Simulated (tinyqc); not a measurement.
Two coupled magnetic layers: synthetic antiferromagnet, spin flop, exchange bias and magnetoresistance: one step, computed by the program tinyqc. Command: `OMP_NUM_THREADS=1 python tinyqc.py 3029515 3029516 out.jsonl saf walk`. One thread of a shared host (Intel(R) Xeon(R) Processor @ 2.30GHz), about 0.2 s of CPU time with the checks.

Moments lie in the plane at the angles p1, p2 from the field. Energy per area: E = J1 cos(p1 - p2) + J2 cos^2(p1 - p2) - B M_s (t1 cos p1 + t2 cos p2) + K (t1 sin^2 p1 + t2 sin^2 p2).

Problem. Saturation field. The parallel state is stable while the Hessian at p1 = p2 = 0 is positive: with c = J1 + 2 J2 and u = B M_s + 2K, (u t1 - c)(u t2 - c) > c^2, so B_sat M_s = c (1/t1 + 1/t2) - 2K. B_K = 2K/M_s.

Inputs (values chosen for the exercise, for a model stack):
```
quantity                         value    unit
saturation magnetisation M_s      1070    kA/m
thickness t1                       3.4      nm
thickness t2                       3.4      nm
antiferromagnetic coupling J1     0.97  mJ/m^2
biquadratic coupling J2              0  mJ/m^2
in-plane anisotropy K             0.52  kJ/m^3
field over the saturation field   0.16       -
```

Field direction: along the easy axis.

Give: exchange field c (1/t1 + 1/t2)/M_s; B_K; saturation field B_sat; applied field B.

Solution.

exchange field c (1/t1 + 1/t2)/M_s = 533.3 mT

B_K = 0.9720 mT

saturation field B_sat = 532.3 mT

applied field B = 85.17 mT
